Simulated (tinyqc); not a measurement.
# Donor in an ellipsoidal valley (Kohn-Luttinger variational method), step by step

A worked calculation. Computed by tinyqc, a small Python program that keeps every step. Command: `OMP_NUM_THREADS=1 python tinyqc.py 3009797 3009798 out.jsonl kohnlutt walk`. One thread of a shared host (Intel(R) Xeon(R) Processor @ 2.30GHz), about 0.03 s of CPU time with the checks. Intermediate numbers are printed to about 5 digits and carried at full precision; extremes and crossings named in words are read from the listed rows.

H = -(d^2/dx^2 + d^2/dy^2) - gamma d^2/dz^2 - 2/r in units built on m_t, with gamma = m_t/m_l and z along the valley axis. One valley; no valley-orbit or central-cell term.

Inputs (values chosen for the exercise, modelled on 3C-SiC):

| quantity | value | unit |
|---|---|---|
| transverse mass m_t | 0.244 | m_0 |
| longitudinal mass m_l | 0.696 | m_0 |
| dielectric constant eps | 9.74 | - |
| trial ratio b/a | 0.92 | - |
| observed depth chosen for 1s | 67.6 | meV |

Constants: Ry = 13.605693123 eV; a_0 = 0.529177210903 angstrom; h x 1 THz = 4.135667696 meV.

## Effective units

Ry* = Ry m_t/eps^2, a* = a_0 eps/m_t, gamma = m_t/m_l.

Ry* = 34.994 meV

a* = 21.124 angstrom

gamma = 0.35057

## Energy at a trial ratio

Trial function exp(-sqrt((x^2 + y^2)/a^2 + z^2/b^2)) with beta = b/a < 1: E = t/a^2 - u/a, t = (2 + gamma/beta^2)/3, u = 2 arcsin(sqrt(1 - beta^2))/sqrt(1 - beta^2); the best a is 2 t/u and E(beta) = -u^2/(4 t).

t = 0.80473

u = 2.0551

best a = 0.78316 a*

E(beta) = -1.3121 Ry*

## Minimum over the ratio

Golden-section search on beta from 0.05 to 0.999, 60 steps.

Search, first ten steps; c and d are the inner points:

| step | low | high | c | E(c) (Ry*) | d | E(d) (Ry*) |
|---|---|---|---|---|---|---|
| 1 | 0.05000 | 0.99900 | 0.41249 | -1.1685 | 0.63651 | -1.3656 |
| 2 | 0.41249 | 0.99900 | 0.63651 | -1.3656 | 0.77497 | -1.3606 |
| 3 | 0.41249 | 0.77497 | 0.55094 | -1.3309 | 0.63651 | -1.3656 |
| 4 | 0.55094 | 0.77497 | 0.63651 | -1.3656 | 0.68940 | -1.3707 |
| 5 | 0.63651 | 0.77497 | 0.68940 | -1.3707 | 0.72209 | -1.3691 |
| 6 | 0.63651 | 0.72209 | 0.66920 | -1.3699 | 0.68940 | -1.3707 |
| 7 | 0.66920 | 0.72209 | 0.68940 | -1.3707 | 0.70188 | -1.3704 |
| 8 | 0.66920 | 0.70188 | 0.68168 | -1.3705 | 0.68940 | -1.3707 |
| 9 | 0.68168 | 0.70188 | 0.68940 | -1.3707 | 0.69417 | -1.3706 |
| 10 | 0.68168 | 0.69417 | 0.68645 | -1.3706 | 0.68940 | -1.3707 |

best beta = 0.68994

radius a of the 1s trial function = 17.232 angstrom

radius b of the 1s trial function = 11.889 angstrom

1s binding energy, trial function = 47.965 meV

The envelope is flattened along the heavy axis; beta is close to gamma^(1/3) = 0.705.

## Levels from a Gaussian basis

Gaussian basis: g = P exp(-al (x^2 + y^2) - be z^2) with P = 1 (s-like), z (2p0) or x (2p+-); al = 0.004 x 2.6^k, k = 0..11, and be/al = 1, gamma^(-1/2) or 1/gamma (36 functions); 1/r = (2/sqrt(pi)) int exp(-t^2 r^2) dt by 48 Gauss-Legendre points after t = sqrt(al_i + al_j) tan(theta); overlap eigenvalues below 1e-10 are dropped.

1s binding energy, Gaussian basis = 47.991 meV

2p0 binding energy = 15.643 meV

2p+- binding energy = 10.474 meV

The two-parameter trial function recovers 99.95 % of the 1s binding of the larger basis. 2p0, with its lobes along the heavy axis, is bound 1.49 times as strongly as 2p+-.

## Optical lines and the chemical shift

With an observed depth of 1s, the lines are 1s -> 2p0 = depth - E(2p0) and 1s -> 2p+- = depth - E(2p+-); the chemical shift is depth - E(1s, Gaussian basis); 1 meV = 1 THz/4.135667696.

line 1s -> 2p0 = 51.957 meV

line 1s -> 2p+- = 57.126 meV

chemical shift = 19.609 meV

frequency of the line 1s -> 2p+- = 13.813 THz

The spacing of the two lines, 5.168 meV, does not depend on the depth, so it is the same for every donor in this host.

## Which single mass stands for the valley

A hydrogenic level is Ry m/eps^2 for one mass m; errors are against the Gaussian basis.

1s binding energy:

| rule | mass (m_0) | binding (meV) | error (%) |
|---|---|---|---|
| transverse mass | 0.24400 | 34.994 | -27.08 |
| conductivity mass 3/(2/m_t + 1/m_l) | 0.31141 | 44.662 | -6.94 |
| density-of-states mass (m_t^2 m_l)^(1/3) | 0.34604 | 49.629 | 3.41 |
| longitudinal mass | 0.69600 | 99.819 | 107.99 |
| trial function with a and b | - | 47.965 | -0.05 |
| mass that fits 1s | 0.33462 | 47.991 | 0.00 |

The conductivity mass, which is what a spherical trial function (a = b) gives, falls short by 6.9 %, as a restricted variational bound must; the density-of-states mass is off by +3.4 %. The mass that fits lies between the two.

## Levels against anisotropy

The trial energy is minimised over beta by golden section from 0.05 to 0.999, 60 steps.

Binding energies (Ry*):

| gamma | 1s, trial | 1s, Gaussians | 2p0 | 2p+- |
|---|---|---|---|---|
| 0.088 | 1.8858 | 1.8925 | 0.83158 | 0.35167 |
| 0.180 | 1.6193 | 1.6220 | 0.61540 | 0.32657 |
| 0.350 | 1.3713 | 1.3720 | 0.44738 | 0.29939 |
| 0.500 | 1.2411 | 1.2414 | 0.37111 | 0.28339 |
| 0.530 | 1.2202 | 1.2204 | 0.35957 | 0.28070 |
| 0.710 | 1.1168 | 1.1168 | 0.30548 | 0.26684 |
| 0.900 | 1.0354 | 1.0354 | 0.26618 | 0.25524 |

As gamma falls from 0.9 to 0.088, 1s deepens from 1.035 to 1.892 Ry*, on the way from the hydrogen value 1 to the two-dimensional limit 4; 2p+- moves from 0.255 to 0.352 (limits 1/4 and 4/9), while 2p0 climbs from 0.266 to 0.832 and joins 1s as gamma tends to 0. Near gamma = 1 the trial function is almost exact and can pass the Gaussian basis, whose own error is about 3e-5 Ry*.

Checks made by the program: the Gaussian basis at gamma = 1 against 1, 1/4 and 1/4 Ry* (relative difference 3e-05); trial function against Gaussian basis (relative difference 5e-04).
